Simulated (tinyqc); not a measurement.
Thermodynamics of metal silicides: hull, first phase, silicon consumed, nucleation and stability against SiO2: one step, computed by the program tinyqc. Command: `OMP_NUM_THREADS=1 python tinyqc.py 3011897 3011898 out.jsonl silphase walk`. One thread of a shared host (Intel(R) Xeon(R) Processor @ 2.30GHz), about 0.01 s of CPU time with the checks.

Entropies of formation of the solids are neglected, so heats stand for free energies. Si fractions: M2Si 0.3333, MSi 0.5000, MSi2 0.6667.

Problem. Which phases are stable. A phase is stable if it lies below every straight line between a phase on its left and one on its right (M and Si at zero). Distance = its heat less the lowest such line, negative for a stable phase.

Inputs (values chosen for the exercise, for a model metal): heat of formation of M2Si = -45.3 kJ/mol atoms; heat of formation of MSi = -52.5 kJ/mol atoms; heat of formation of MSi2 = -22.9 kJ/mol atoms.

Phases: M2Si, MSi, MSi2.

Give: distance to the lowest tie line.

Solution.

distance to the lowest tie line (kJ/mol atoms): M2Si -10.3, MSi -18.4, MSi2 12.1

Unstable against decomposition into neighbours: MSi2.
